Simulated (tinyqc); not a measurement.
Surface segregation during layer-by-layer epitaxy: two-layer exchange kinetics and the shape of quantum wells and delta layers: one step, computed by the program tinyqc.

Atoms A and B exchange only between the growing layer and the one below it. B is supplied for N layers, then pure A follows.

Question. The second layer. Each layer is deposited complete with B share x_dep and then exchanges for the time tau = 1/G with the layer below, whose share is b (total c = s + b fixed): ds/dt = p1 b (1 - s) - p2 s (1 - b), s(0) = x_dep. With the roots s1 < s2 of the right side, (s - s1)/(s - s2) = [(s(0) - s1)/(s(0) - s2)] exp(-(p1 - p2)(s2 - s1) tau). The lower layer is then buried with c - s, and s becomes the b of the next layer. Layer 1 is deposited on pure A with share x0; with nothing to lift from below, take b = 0 and s(0) = x0 for it. Then layer 2 has x_dep = x0.

Inputs (values chosen for the exercise, close to those used for gallium in AlAs):
```
quantity                                   value      unit
growth rate G                               0.29  layers/s
share x0 of B in the flux during the well   0.72         -
layers in the well N                           4         -
temperature T                                590         C
```

p1 = 8.196735 1/s

p2 = 2.136775 1/s

Give: share in layer 1 after its exchange; root s1 for layer 2; root s2 for layer 2; share in layer 2 after its exchange; share buried in layer 1.

Answer.

share in layer 1 after its exchange = 0.50795

root s1 for layer 2 = 0.76663

root s2 for layer 2 = 2.1665

share in layer 2 after its exchange = 0.76663

share buried in layer 1 = 0.46132
